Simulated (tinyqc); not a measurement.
Worked calculation: deep-level transient spectroscopy (DLTS) of one majority-carrier trap. Computed by tinyqc, a small Python program that keeps every step. Command: `OMP_NUM_THREADS=1 python tinyqc.py 3020199 3020200 out.jsonl dlts walk`. One thread of a shared host (Intel(R) Xeon(R) Processor @ 2.30GHz), about 0.07 s of CPU time with the checks. Intermediate numbers are printed to about 5 digits and carried at full precision; extremes and crossings named in words are read from the listed rows.

A filling pulse loads the traps in a one-sided junction; under reverse bias they empty at the rate e, and the capacitance relaxes as C(t) = C_0 - dC exp(-e t). The signal is S = [C(t_2) - C(t_1)]/dC.

Inputs (values chosen for the exercise, with mass and screening modelled on germanium):
```
quantity                    value   unit
density-of-states mass m    0.332    m_0
valleys M                       1      -
trap depth E_t              0.131     eV
cross-section sigma_0     2.6e-15   cm^2
degeneracy ratio g              1      -
gate time t_1              0.0009      s
ratio t_2/t_1                 2.5      -
temperature T                  63      K
doping N                    6e+14  cm^-3
trap density N_t          2.6e+12  cm^-3
dielectric constant eps      16.8      -
built-in voltage V_b         0.51      V
reverse bias V_r              6.1      V
diode area                 0.0066   cm^2
```

Carriers: holes. Extra term: none.

Constants: k_B = 8.617333262e-05 eV/K; k_B = 1.380649e-23 J/K; m_0 = 9.1093837015e-31 kg; h = 6.62607015e-34 J s; eps_0 = 8.8541878128e-12 F/m; e = 1.602176634e-19 C.

## Emission rate at T

e = g sigma v N_b exp(-E/k_B T), v = sqrt(3 k_B T/m), N_b = 2 M (2 pi m k_B T/h^2)^(3/2), sigma = sigma_0, E = E_t.

thermal velocity v = 9.2888e+06 cm/s

N_b = 4.6196e+17 cm^-3

sigma = 2.60e-15 cm^2

E = 0.131 eV

emission rate e = 0.36983 1/s

## Rate window and signal

S(e) = exp(-e t_1) - exp(-e t_2) peaks at the rate window e_0 = ln(t_2/t_1)/(t_2 - t_1).

rate window e_0 = 678.73 1/s

peak height S_max = 0.32573

signal at T = 4.9898e-04

At this T the trap empties slower than the window, by a factor 1840: the point lies on the low-temperature side of the peak.

## Peak temperature and width

T_p solves e(T) = e_0 (bisection between 15 and 1500 K); the half-height points solve S = S_max/2 on either side.

peak temperature T_p = 87.961 K

lower half-height point = 81.638 K

upper half-height point = 92.989 K

full width = 11.351 K

The width is 12.9 % of T_p, and E_t is 17.3 k_B T_p.

## Peaks for six windows

t_1 is scaled by 0.1, 0.3, 1, 3, 10 and 30 at fixed t_2/t_1; each T_p by bisection.

Arrhenius data:
```
t_1 (s)   e_0 (1/s)  T_p (K)  1/(k_B T_p) (1/eV)  ln(e_0/T_p^2)
0.00009  6.7873e+03   99.799              116.28        -0.3835
0.00027  2.2624e+03   93.798              123.72        -1.3581
0.00090  6.7873e+02   87.961              131.93        -2.4336
0.00270  2.2624e+02   83.207              139.47        -3.4210
0.00900  6.7873e+01   78.529              147.77        -4.5093
0.02700  2.2624e+01   74.679              155.39        -5.5074
```

## Arrhenius fit

Least squares of ln(e_0/T_p^2) on 1/(k_B T_p): slope -E_a, intercept ln(gamma sigma_a) with gamma = v N_b/T^2 = sqrt(3 k_B/m) 2 M (2 pi m k_B/h^2)^(3/2). For comparison, the slope of ln e_0 alone.

apparent depth E_a = 0.13100 eV

intercept = 14.849

gamma = 1.0812e+21 cm^-2 s^-1 K^-2

apparent cross-section = 2.6000e-15 cm^2

slope without T^2 = 0.14581 eV

The apparent depth is 0.1310 eV against E_t = 0.131 eV, and the apparent cross-section is 1.000 times sigma_0: both inputs are recovered. Leaving out the T^2 factor overstates the slope by 15 meV, about 2 k_B T_p.

## Signal size and trap density

W = sqrt(2 eps eps_0 (V_b + V_r)/(e N)), C_0 = eps eps_0 area/W. The pulse goes to zero bias, W_0 = W(V_r = 0). Traps within lambda = sqrt(2 eps eps_0 (E_t - E_F)/(e^2 N)) of the depletion edge stay filled, with E_F = k_B T_p ln(N_b/N) from the band, N_b = 2 M (2 pi m k_B T_p/h^2)^(3/2) (dopants taken as fully ionised). dC = C_0 (N_t/2N) f, f = [(W - lambda)^2 - max(W_0 - lambda, 0)^2]/W^2. The simple estimate is 2 N dC/C_0.

depletion width W = 4.5229 micrometre

C_0 = 21.706 pF

lambda = 0.48761 micrometre

f = 0.76712

transient amplitude dC = 36.078 fF

simple estimate of N_t = 1.9945e+12 cm^-3

The simple estimate finds 77 % of the traps.

Checks made by the program: the maximum of S(T) on a fine grid against T_p (relative difference below 1e-10).
